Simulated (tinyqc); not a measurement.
## One gate, two gates and a surrounding gate

Below threshold the potential that source and drain add obeys Laplace's equation, vanishes on the gates and decays along the channel as exp(-k y). The same ts (depleted depth over a conducting body, body thickness or wire diameter), ti and permittivities in three geometries; k is the smallest positive root of: one gate, f(k) = eps_r sin(k ti) cos(k ts) + ei cos(k ti) sin(k ts); two gates, f(k) = ei cos(k ti) cos(k ts/2) - eps_r sin(k ti) sin(k ts/2); wire, f(k) = ei J0(u)[J1(u) Y0(v) - Y1(u) J0(v)] - eps_r J1(u)[J0(u) Y0(v) - Y0(u) J0(v)], u = k ts/2, v = u + k ti. Parabolic estimates of l: sqrt((eps_r/ei) ts ti); sqrt((eps_r/(2 ei)) ts ti (1 + ei ts/(4 eps_r ti))); sqrt([2 eps_r ts^2 ln(1 + 2 ti/ts) + ei ts^2]/(16 ei)), in the same order.

Values chosen for this exercise; permittivities: semiconductor close to that of gallium nitride, insulator close to that of zirconium oxide: relative permittivity of the semiconductor eps_r = 9.68; relative permittivity of the insulator ei = 24.1; insulator thickness ti = 1.9 nm; depletion depth ts = 13 nm.

Scale lengths (nm):
```
	Lambda = pi/k	l = 1/k	l(parabolic)
one gate over a conducting body	13.81	4.394	3.150
two gates	14.60	4.648	5.107
wire	9.520	3.030	3.569
```

What does the table show?

The wire has the shortest scale length, 0.652 times that of the double gate; the single gate over a conducting body has 0.945 times it, its layer ending directly on a conductor where the double gate has a second insulator. The parabolic estimates are 28 % below, 9.9 % above and 18 % above the exact l, in the order of the rows.

tinyqc, about 0.01 s, one thread, Intel Xeon 2.30GHz (shared host): `OMP_NUM_THREADS=1 python tinyqc.py 2420168 2420169 out.jsonl`
